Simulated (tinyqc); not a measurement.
Coverage against grain size: equilibrium and kinetic segregation of a solute to boundaries and growing surfaces. Computed by tinyqc, a small Python program. Command: `OMP_NUM_THREADS=1 python tinyqc.py 3019061 3019062 out.jsonl segreg walk`. One thread of a shared host (Intel(R) Xeon(R) Processor @ 2.30GHz), about 0.01 s of CPU time with the checks.

Inputs (values chosen for the exercise, for a model alloy):
```
quantity                              value  unit
segregation energy Q                   0.55    eV
interaction z w (positive attracts)   -0.11    eV
total solute fraction x0             0.0017     -
temperature T                          1300     K
boundary thickness delta               0.63    nm
```

Isotherm: Fowler-Guggenheim.

Constants: k_B = 8.617333262e-05 eV/K.

Method. With theta the solute fraction on boundary sites and x that in the grains, theta/(1 - theta) = [x/(1 - x)] exp[(Q + z w theta)/(k_B T)]. Finite grains: boundary sites are the fraction f = 3 delta/d, and x0 = (1 - f) x + f theta; solve both equations for theta; share at boundaries = f theta/x0.

At T:
```
d (nm)    theta  x in the grains  share at boundaries (%)
15      0.01282        0.0000970                   95.014
30      0.02420        0.0001873                   89.678
60      0.04327        0.0003479                   80.178
120     0.07050        0.0005991                   65.313
250     0.10258        0.0009315                   45.618
500     0.12767        0.0012220                   28.387
1000    0.14423        0.0014301                   16.035
5000    0.15993        0.0016402                    3.556
```

What does the comparison show, and why?

From the largest grains to the smallest the share at boundaries rises from 3.6 to 95 %, and x/x0 falls to 0.057. In the dilute limit x/x0 = 1/(1 - f + f exp(Q/(k_B T))), which gives 0.056 at 15 nm.

Extremes, crossings and ranges named in words are read from the listed rows.
